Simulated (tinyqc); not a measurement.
Comparisons within one model: tight-binding t2g bands of a cubic perovskite. A value that a table varies takes the place of the one given here.

Orbitals yz, zx, xy (X, Y, Z below) times spin. E_xy = Dt + 2t (2 - cos x - cos y) + 2 td (1 - cos z) + 4 t2 (1 - cos x cos y) with x = kx a and so on; yz and zx follow by cyclic change, without Dt. Spin-orbit term -(Dso/3) L.sigma + Dso/3 with (L_k)_ij = -i epsilon_kij in X, Y, Z: for Dt = 0 the quartet lies at 0 and the doublet at Dso.

Constants: hbar^2/2m0 = 3.80998211 eV angstrom^2.

Inputs chosen for the exercise (of the size met in SrTiO3 and KTaO3; not measured data):

| symbol | value | unit | meaning |
|---|---|---|---|
| t | 0.333 | eV | strong hopping |
| td | 0.051 | eV | weak hopping |
| t2 | 0 | eV | diagonal hopping in the plane of the orbital |
| Dso | 0.036 | eV | spin-orbit splitting at Gamma |
| Dt | -0.28 | eV | shift of xy (tetragonal field or confinement) |
| a | 4.012 | angstrom | lattice constant |
| k | (0.01, 0.18, 0.02) | 2 pi/a | wave vector |

## Bands along [100] with and without spin-orbit coupling

k = (x,0,0). The plain columns hold the three orbital energies without spin-orbit coupling, sorted.

Levels (eV):

| x (2 pi/a) | plain 1 | plain 2 | plain 3 | pair 1 | pair 2 | pair 3 |
|---|---|---|---|---|---|---|
| 0.00 | -0.2800 | 0.0000 | 0.0000 | -0.2690 | 0.0000 | 0.0250 |
| 0.02 | -0.2747 | 0.0008 | 0.0053 | -0.2637 | 0.0028 | 0.0282 |
| 0.04 | -0.2591 | 0.0032 | 0.0209 | -0.2481 | 0.0093 | 0.0399 |
| 0.06 | -0.2332 | 0.0072 | 0.0468 | -0.2223 | 0.0161 | 0.0629 |
| 0.10 | -0.1528 | 0.0195 | 0.1272 | -0.1421 | 0.0308 | 0.1411 |
| 0.15 | -0.0055 | 0.0420 | 0.2745 | 0.0034 | 0.0560 | 0.2877 |
| 0.20 | 0.0705 | 0.1802 | 0.4602 | 0.0809 | 0.1929 | 0.4731 |
| 0.30 | 0.1335 | 0.5918 | 0.8718 | 0.1450 | 0.6036 | 0.8845 |
| 0.50 | 0.2040 | 1.0520 | 1.3320 | 0.2157 | 1.0636 | 1.3447 |

At the zone edge the heavy yz band has risen by 0.204 eV (4 td) and the light ones by 1.332 eV (4t + 8 t2). Spin-orbit coupling mixes the orbitals while their spacing is below Dso = 0.036 eV: the lowest pair lies +11.0 meV from the plain band at x = 0.02 and +11.7 meV at the edge, where yz has parted from the other two and its offset tends to Dso/3 = 12.0 meV; zx and xy, 280 meV apart without the coupling, mix little there. With Dt < 0 the lowest plain band at Gamma is xy, and yz passes below it further out.

## Order of the levels against the shift of xy

Levels at Gamma, the xy weight of the lowest pair and its mass along [100] from m/m0 = c q^2/(E(q) - E(0)), q = 0.001 (2 pi/a).

At Gamma:

| Dt (eV) | pair 1 (eV) | pair 2 (eV) | pair 3 (eV) | xy weight of pair 1 | mass (m0) |
|---|---|---|---|---|---|
| -0.30 | -0.2889 | 0.0000 | 0.0249 | 0.997 | 0.712 |
| -0.15 | -0.1398 | 0.0000 | 0.0258 | 0.989 | 0.714 |
| -0.08 | -0.0710 | 0.0000 | 0.0270 | 0.969 | 0.720 |
| -0.03 | -0.0240 | 0.0000 | 0.0300 | 0.889 | 0.746 |
| -0.01 | -0.0072 | 0.0000 | 0.0332 | 0.772 | 0.787 |
| 0.01 | 0.0000 | 0.0060 | 0.0400 | 0.000 | 1.233 |
| 0.03 | 0.0000 | 0.0138 | 0.0522 | 0.000 | 1.233 |
| 0.08 | 0.0000 | 0.0200 | 0.0960 | 0.000 | 1.233 |
| 0.15 | 0.0000 | 0.0219 | 0.1641 | 0.000 | 1.233 |

For Dt > 0 the lowest pair is the pure yz, zx combination at 0, with mass 1.233 at Dt = 0.15 eV. For Dt < 0 it gains xy weight, 0.77 at -0.01 and 1.00 at -0.3 eV, and its mass tends to the light value 0.711; the scale of the change is Dso = 0.036 eV.

## What each parameter does

The three pairs at k. Each row changes one parameter from the base and keeps the others.

Results:

| case | pair 1 (eV) | pair 2 (eV) | pair 3 (eV) |
|---|---|---|---|
| base | 0.0736 | 0.1191 | 0.4009 |
| t = 0.3663 eV | 0.0757 | 0.1561 | 0.4396 |
| td = 0.0765 eV | 0.0985 | 0.1238 | 0.4010 |
| t2 = 0.02 eV | 0.0760 | 0.1636 | 0.4470 |
| Dso = 0.0468 eV | 0.0750 | 0.1242 | 0.4052 |
| Dt = -0.31 eV | 0.0689 | 0.0938 | 0.4008 |

The largest shifts from the base row, up to three for each result and ties (the steps differ in size, so this ranks the rows, not the parameters). pair 1 (eV): td +0.0250, Dt -0.0046, t2 +0.0024. pair 2 (eV): t2 +0.0444, t +0.0369, Dt -0.0253. pair 3 (eV): t2 +0.0461, t +0.0387, Dso +0.0043.

Computed by tinyqc, a small Python program: `OMP_NUM_THREADS=1 python tinyqc.py 1480780 1480781 out.jsonl` (the numbers bound the seed that draws the inputs); one thread of a shared host (Intel(R) Xeon(R) Processor @ 2.30GHz), about 0.01 s for the whole set of steps.
